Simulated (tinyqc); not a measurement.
MOS capacitor on a p-type substrate, surface potential from the exact charge relation: one step of the calculation.

Uniform p-type substrate, Boltzmann statistics, full ionisation, classical densities. psi is the surface potential against the body (positive when the bands bend down) and u = psi/Vt. Traps are spread evenly over the gap and neutral at flat band, so their charge is -q Dit psi; the minority quasi-Fermi level is shifted by Vb.

Question. Newton step for the surface potential. u = psi/Vt; F^2 = exp(-u) + u - 1 + r (exp(u) - u - 1); Qs = -sign(u) Q0 F; Cs = -dQs/dpsi = (Q0/Vt) |1 - exp(-u) + r (exp(u) - 1)|/(2 F). f = Vfb + psi + (q Dit psi - Qs)/Cox - Vg, f' = 1 + (Cs + q Dit)/Cox, psi(new) = psi - f/f'.

Values chosen for this exercise; band and dielectric values close to those of silicon: temperature T = 300 K; density of interface traps Dit = 4e11 cm^-2 eV^-1; gate voltage against the body Vg = 0.27 V.

Constants: q = 1.602176634e-19 C, kB = 1.380649e-23 J/K, Vt = kB T/q. Results are converted to the units shown.

psi at the start = 0.61546939 V
Cox = 0.31981326 uF/cm^2
Vfb = -0.34546939 V
Q0 = 62.963590 nC/cm^2
r = 3.4934485e-16

Give: u; F; Qs; Cs; f; f'; psi after iteration 1.

Answer.

u = 23.81
F = 4.776
Qs = -300.7 nC/cm^2
Cs = 0.2550 uF/cm^2
f = 1.064 V
f' = 1.998
psi after iteration 1 = 0.08308 V

Computed by the program tinyqc: `OMP_NUM_THREADS=1 python tinyqc.py 2060028 2060029 out.jsonl`, one thread of a shared Intel Xeon 2.30GHz, about 0.01 s for the whole run.
